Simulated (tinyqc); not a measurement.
## Dose and depth of a threshold implant

Question. A sheet of D acceptors per cm^2 lies at depth xi inside the depleted layer of a body doped Na. In the depletion approximation VT = Vfb + f2 + q D/Cox + gamma sqrt(f2 + Vsb - q D xi/(eps0 eps_r)), gamma = sqrt(2 eps0 eps_r q Na)/Cox, Cox = eps0 eox/tox. Find gamma, D and xi.

Values chosen for this exercise; band and dielectric values close to those of silicon:
- eps_r = 11.5 (relative permittivity)
- Na = 1.1e16 cm^-3 (acceptor density deep in the body)
- eox = 9.03 (relative permittivity of the gate insulator (close to aluminium oxide))
- tox = 3.7 nm (insulator thickness)
- Vfb = -0.81 V (flat-band voltage)
- f2 = 0.795 V (band bending 2 phiF at threshold)

Constants: q = 1.602176634e-19 C, eps0 = 8.8541878128e-14 F/cm where lengths are in cm. Results are converted to the units shown.

VT against the source at Vsb = 0 and 2.5 V (V): 0.11558639  0.14414041

Solution. With y^2 = f2 - q D xi/(eps0 eps_r) and d the difference of the thresholds over gamma, sqrt(y^2 + Vsb) - y = d gives y = (Vsb - d^2)/(2 d). The first threshold then gives D, and y^2 gives xi.

gamma = 0.0277 V^0.5
D = 1.50e12 cm^-2
xi = 13.0 nm

tinyqc, about 0.5 s, one thread, Intel Xeon 2.30GHz (shared host): `OMP_NUM_THREADS=1 python tinyqc.py 2080130 2080131 out.jsonl`
